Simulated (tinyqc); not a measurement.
Length of a molecular wire: coherent transport through a tight-binding bridge. Computed by the program tinyqc. T = Gamma_L Gamma_R |G_1n|^2 with the self-energies of semi-infinite chains.

A uniform bridge between two chains:

| parameter | value |
|---|---|
| site energy (eV) | 0.520000 |
| hopping in the bridge (eV) | 0.850000 |
| lead hopping (eV) | 2.560000 |
| couplings (eV) | 0.56, 1.15 |
| E (eV) | -0.100000 |

Transmission against length:

| sites | T | ln T |
|---|---|---|
| 2 | 5.6717e-01 | -0.5671 |
| 3 | 2.5065e-01 | -1.3837 |
| 4 | 4.9254e-01 | -0.7082 |
| 5 | 3.7313e-01 | -0.9858 |
| 6 | 2.7133e-01 | -1.3044 |
| 7 | 6.4113e-01 | -0.4445 |
| 9 | 3.7095e-01 | -0.9917 |
| 10 | 4.9557e-01 | -0.7020 |

Estimate the missing row, sites = 8.

Computed row:
```
sites           T     ln T
8      2.7212e-01  -1.3015
```

E lies inside the band of the bridge (|E - e|/2h = 0.365 < 1): T does not decay but oscillates with length, between 0.251 and 0.641 here, as levels of the bridge pass E.
